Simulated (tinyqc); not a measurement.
Current of a Schottky diode by thermionic-emission-diffusion theory, and its read-back from I-V-T and C-V data: one step, computed by the program tinyqc. Command: `OMP_NUM_THREADS=1 python tinyqc.py 3021210 3021211 out.jsonl schottky walk`. One thread of a shared host (Intel(R) Xeon(R) Processor @ 2.30GHz), about 0.01 s of CPU time with the checks.

Full ionisation, no tunnelling, no recombination current. V is the voltage across the junction itself, forward positive.

Question. Read-back from the I-V curve. N_c(T) = N_c (T/300 K)^(3/2); V_bi = phi_0 - (k_B T/e) ln(N_c(T)/N); surface field F = sqrt(2 e N (V_bi - V - k_B T/e)/(eps eps_0)); image lowering d_phi = sqrt(e F/(4 pi eps eps_0)); effective barrier phi = phi_0 - d_phi. Collection velocity v_R = A* T^2/(e N_c(T)); diffusion velocity v_D = mu F; J = e N_c(T) v_R/(1 + v_R/v_D) exp(-phi/k_B T) [exp(e V/k_B T) - 1]. Ideality n = (e/k_B T)/(d ln J/dV) by a central difference of +/- 1 mV; J_0 = J exp(-e V/(n k_B T)); apparent barrier phi_IV = k_B T ln(A* T^2/J_0); a C-V plot gives phi_CV = phi_0, the mean without lowering.

Inputs (values chosen for the exercise, modelled on n-type GaN):

| quantity | value | unit |
|---|---|---|
| Richardson constant A* | 25.1 | A/(cm^2 K^2) |
| effective density of states at 300 K, N_c | 2.3e+18 | 1/cm^3 |
| permittivity eps | 9.7 | - |
| mobility mu | 1000 | cm^2/(V s) |
| barrier without image force phi_0 | 1.12 | eV |
| doping N | 1.1e+17 | 1/cm^3 |
| junction voltage V | 0.5 | V |
| temperature T | 423 | K |

Barrier: uniform.

Constants: k_B = 8.617333262e-05 eV/K; e = 1.602176634e-19 C; eps_0 = 8.8541878128e-12 F/m.

Give: ideality factor n; extrapolated J_0; apparent barrier phi_IV; phi_CV - phi_IV.

Answer.

ideality factor n = 1.028

extrapolated J_0 = 9.589e-07 A/cm^2

apparent barrier phi_IV = 1.063 eV

phi_CV - phi_IV = 56.53 meV
